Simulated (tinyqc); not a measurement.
## Input admittance of a MOSFET at zero drain bias: distributed channel and distributed gate: input impedance against frequency

Source and drain grounded, strong inversion, w = 2 pi f, Cox = eps0 eox/tox. The channel is an RC line of resistance 1/(mu Cox Vo) per square fed from both ends, so one finger has the intrinsic admittance y = i w Cox L tanh(g)/g per width, g = (1/2) sqrt(i w tau), tau = L^2/(mu Vo). The vertical resistance rv/L is in series with y, the overlaps 2 i w Cov in parallel: y_t = 1/(1/y + rv/L) + 2 i w Cov. The gate strip is a line of Rsh/L per length loaded by y_t, so a finger has Y = y_t Wf tanh(k)/k, k = (Wf/sd) sqrt(y_t Rsh/L); the device has Nf Y.

Low-frequency limits, with c = Cox L and ct = c + 2 Cov: R_strip = Rsh Wf/(3 sd^2 L Nf), R_ch = (c/ct)^2 L/(12 mu Cox Vo Wf Nf), R_vert = (c/ct)^2 rv/(L Wf Nf), C = ct Wf Nf. Z = 1/(Nf Y) = R + 1/(i w C), Q = |Im Z|/R, far-point signal |1/cosh k|.

Inputs (values chosen for the exercise); values of the order met in silicon radio-frequency transistors: relative permittivity of the gate insulator (close to silicon dioxide) eox = 3.9; insulator thickness tox = 2 nm; channel length L = 0.075 um; finger width Wf = 6.1 um; number of fingers Nf = 32; channel mobility mu = 310 cm^2/(V s); gate overdrive Vo = 0.75 V; sheet resistance of the gate Rsh = 36 ohm/square; vertical resistivity of the gate stack rv = 6.4 ohm um^2; number of ends at which a finger is contacted sd = 2; overlap and fringe capacitance on each side Cov = 0.37 fF/um.

Constants: eps0 = 8.8541878128e-14 F/cm where lengths are in cm. Results are converted to the units shown.

The same in every row: low-frequency R (ohm) = 7.834.

Input impedance against frequency:

| f (GHz) | w tau | \|k\| | R (ohm) | C (fF) | Q | signal at the far point |
|---|---|---|---|---|---|---|
| 0.06 | 9.121e-5 | 0.05853 | 7.834 | 397.2 | 852.4 | 1.000 |
| 0.2 | 3.040e-4 | 0.1069 | 7.834 | 397.2 | 255.7 | 1.000 |
| 0.4 | 6.081e-4 | 0.1511 | 7.834 | 397.2 | 127.9 | 1.000 |
| 1 | 0.001520 | 0.2389 | 7.834 | 397.2 | 51.15 | 0.9997 |
| 3 | 0.004560 | 0.4139 | 7.833 | 397.0 | 17.06 | 0.9974 |
| 9 | 0.01368 | 0.7168 | 7.820 | 394.9 | 5.726 | 0.9775 |
| 20 | 0.03040 | 1.068 | 7.766 | 386.2 | 2.653 | 0.9015 |
| 70 | 0.1064 | 1.998 | 7.123 | 305.2 | 1.046 | 0.5010 |
| 200 | 0.3040 | 3.360 | 5.102 | 177.6 | 0.8780 | 0.1653 |

R falls from 7.83 to 5.10 ohm and C falls from 397 to 178 fF. Q goes as f^(-1.00) between the first two rows and f^(-0.17) between the last two, where w tau = 0.304 and |k| = 3.36. The low-frequency limits hold both R and C within 5 % up to f = 20 GHz among the rows.

Program tinyqc, `OMP_NUM_THREADS=1 python tinyqc.py 2262193 2262194 out.jsonl`; Intel Xeon 2.30GHz, shared host, one thread, about 0.01 s.
